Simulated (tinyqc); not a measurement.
# From acoustic rate back to temperature T

Model: scattering rates of a carrier in a spherical band by Fermi's golden rule. Computed by tinyqc, a small Python program. Command: `OMP_NUM_THREADS=1 python tinyqc.py 3022929 3022930 out.jsonl scatter inv`. One thread of a shared host (Intel(R) Xeon(R) Processor @ 2.30GHz), about 0.01 s of CPU time with the checks.

All processes here are isotropic or elastic, and the rate listed is the momentum relaxation rate.

Inputs (values chosen for the exercise, modelled on electrons in silicon): density-of-states mass of one valley m = 0.321 m_0; density rho = 2329 kg/m^3; sound velocity v_l = 9070 m/s; acoustic deformation potential D_A = 9 eV; carrier energy E = 26 meV.

Crystal: non-polar. Band: parabolic. Impurity formula: Brooks-Herring. Further scattering: alloy.

Constants: k_B = 1.380649e-23 J/K; e = 1.602176634e-19 C; hbar = 1.054571817e-34 J s; m_0 = 9.1093837015e-31 kg.

Method. Parabolic band: E = hbar^2 k^2/(2 m), speed v = hbar k/m, states per spin, volume and energy g(E) = m k/(2 pi^2 hbar^2). Masses are multiplied by m_0 and all formulas are in SI units. Acoustic deformation potential (elastic, equipartition, absorption and emission together): 1/tau = 2 pi k_B T D_A^2 g(E)/(hbar rho v_l^2).

Task: A run gave the result below. Find the temperature T, known to lie between 280 and 550 K.

acoustic rate = 1.709142e+12 1/s

Result:

Each step takes the trial c = (a f_b - b f_a)/(f_b - f_a), f being the result less the target and a, b, c the logarithms of the listed values; c replaces end b, the old b replaces a if the sign of f changed, and otherwise f_a is halved.

Scan of the range:
```
temperature T (K)  acoustic rate (1/s)
280                        1.55832e+12
313                        1.74198e+12
351                        1.95346e+12
392                        2.18165e+12
439                        2.44322e+12
491                        2.73262e+12
550                        3.06098e+12
```

False position (Illinois rule, in the logarithm of the input) inside the bracket:
```
step    end a    end b    trial  acoustic rate (1/s)
1     280.000  313.000  306.827          1.70762e+12
2     313.000  306.827  307.097          1.70913e+12
3     313.000  307.097  307.102          1.70916e+12
4     307.097  307.102  307.100          1.70914e+12
```

Acoustic rate rises at every point of a 13-point scan of the range (every second point is shown), so one value fits; it is bracketed by 280 and 313. The scan shows a pure power law with exponent 1.000, so scaling from any one row also gives the answer directly. Answer: temperature T = 307.1 K.
